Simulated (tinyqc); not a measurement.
From results back to parameters: coherent potential approximation for a binary alloy with a semi-elliptic band. Five cases, with inputs chosen for the exercise.

Problem. With levels eA = -x d and eB = (1 - x) d on a semi-elliptic band of half width W, the alloy density has second moment W^2/4 + x (1 - x) d^2 and third moment x (1 - x)(1 - 2x) d^3 about its centre (exact, and kept by the CPA). The moments below come from hidden x and d > 0.

Case 1.

Values chosen: W = 4.2 eV (half width of the pure band).
second moment = 5.274177 eV^2
third moment = 0.660059 eV^3

Case 2.

Values chosen: W = 2.5 eV (half width of the pure band).
second moment = 1.575495 eV^2
third moment = 0.005489 eV^3

Case 3.

Values chosen: W = 1.7 eV (half width of the pure band).
second moment = 0.867029 eV^2
third moment = 0.185199 eV^3

Case 4.

Values chosen: W = 2.2 eV (half width of the pure band).
second moment = 1.603514 eV^2
third moment = 0.433731 eV^3

Case 5.

Values chosen: W = 2.3 eV (half width of the pure band).
second moment = 1.408868 eV^2
third moment = 0.027776 eV^3

Find: d; x.

Solution. v = m2 - W^2/4 = x (1 - x) d^2 and u = m3/v = (1 - 2x) d; then d^2 = u^2 + 4v and x = (1 - u/d)/2.

Case 1.

d = 2.01 eV
x = 0.31

Case 2.

d = 0.48 eV
x = 0.06

Case 3.

d = 1.49 eV
x = 0.07

Case 4.

d = 1.67 eV
x = 0.17

Case 5.

d = 0.67 eV
x = 0.26

Computed by tinyqc, one run a case: `OMP_NUM_THREADS=1 python tinyqc.py N N+1 out.jsonl` with N = 1480942, 1480975, 1481044, 1481117, 1481198; one thread of a shared Intel(R) Xeon(R) Processor @ 2.30GHz, about 0.01 s a run at most.
